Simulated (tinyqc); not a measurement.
On-chip power grid, static voltage drop by conjugate gradients: two steps of the calculation.

A grid of 3 rows and 4 columns, node k = 4 row + column. Neighbours in a row are joined by Rx, in a column by Ry; pad nodes, which reach the supply through Rp: 0, 11. Each node draws I0, node 8 draws kh I0. The drops u = Vdd - V solve G u = i, with G the conductance matrix (1/Rp added on the diagonal at pad nodes).

Parameters, values chosen for the exercise:
- Rx = 0.18 ohm (resistance of a horizontal segment)
- Ry = 0.19 ohm (resistance of a vertical segment)
- Rp = 0.087 ohm (resistance from a pad node to the supply)
- I0 = 1.1 mA (load current of an ordinary node)
- kh = 1 (factor on the load at the hot node)

Task 1. Diagonal of G, loads and first direction. G_kk = sum of the conductances at node k. Start u = 0, so the residual is r = i; p = r.

Give: G_kk; r at the start; p at the start.

Result 1.

G_kk (S):
```
,col 0,col 1,col 2,col 3
row 0,22.313,16.374,16.374,10.819
row 1,16.082,21.637,21.637,16.082
row 2,10.819,16.374,16.374,22.313
```

r at the start (mA):
```
,col 0,col 1,col 2,col 3
row 0,1.1000,1.1000,1.1000,1.1000
row 1,1.1000,1.1000,1.1000,1.1000
row 2,1.1000,1.1000,1.1000,1.1000
```

p at the start (mA):
```
,col 0,col 1,col 2,col 3
row 0,1.1000,1.1000,1.1000,1.1000
row 1,1.1000,1.1000,1.1000,1.1000
row 2,1.1000,1.1000,1.1000,1.1000
```

Task 2. Conjugate-gradient step. q = G p; a = (r.r)/(p.q); u(new) = u + a p; r(new) = r - a q; b = (r.r)(new)/(r.r); p(new) = r(new) + b p.

u at the start (mV):
```
,col 0,col 1,col 2,col 3
row 0,0,0,0,0
row 1,0,0,0,0
row 2,0,0,0,0
```

r at the start (mA):
```
,col 0,col 1,col 2,col 3
row 0,1.1,1.1,1.1,1.1
row 1,1.1,1.1,1.1,1.1
row 2,1.1,1.1,1.1,1.1
```

p at the start (mA):
```
,col 0,col 1,col 2,col 3
row 0,1.1,1.1,1.1,1.1
row 1,1.1,1.1,1.1,1.1
row 2,1.1,1.1,1.1,1.1
```

Wanted: q; a; u after iteration 1; r after iteration 1; b; p after iteration 1.

Result 2.

q (mA S):
```
,col 0,col 1,col 2,col 3
row 0,12.644,0.000,0.000,0.000
row 1,0.000,0.000,0.000,0.000
row 2,0.000,0.000,0.000,12.644
```

a = 0.52200 ohm

u after iteration 1 (mV):
```
,col 0,col 1,col 2,col 3
row 0,0.57420,0.57420,0.57420,0.57420
row 1,0.57420,0.57420,0.57420,0.57420
row 2,0.57420,0.57420,0.57420,0.57420
```

r after iteration 1 (mA):
```
,col 0,col 1,col 2,col 3
row 0,-5.5000,1.1000,1.1000,1.1000
row 1,1.1000,1.1000,1.1000,1.1000
row 2,1.1000,1.1000,1.1000,-5.5000
```

b = 5.0000

p after iteration 1 (mA):
```
,col 0,col 1,col 2,col 3
row 0,0.0000,6.6000,6.6000,6.6000
row 1,6.6000,6.6000,6.6000,6.6000
row 2,6.6000,6.6000,6.6000,0.0000
```

tinyqc, about 0.09 s, one thread, Intel Xeon 2.30GHz (shared host): `OMP_NUM_THREADS=1 python tinyqc.py 2770154 2770155 out.jsonl`
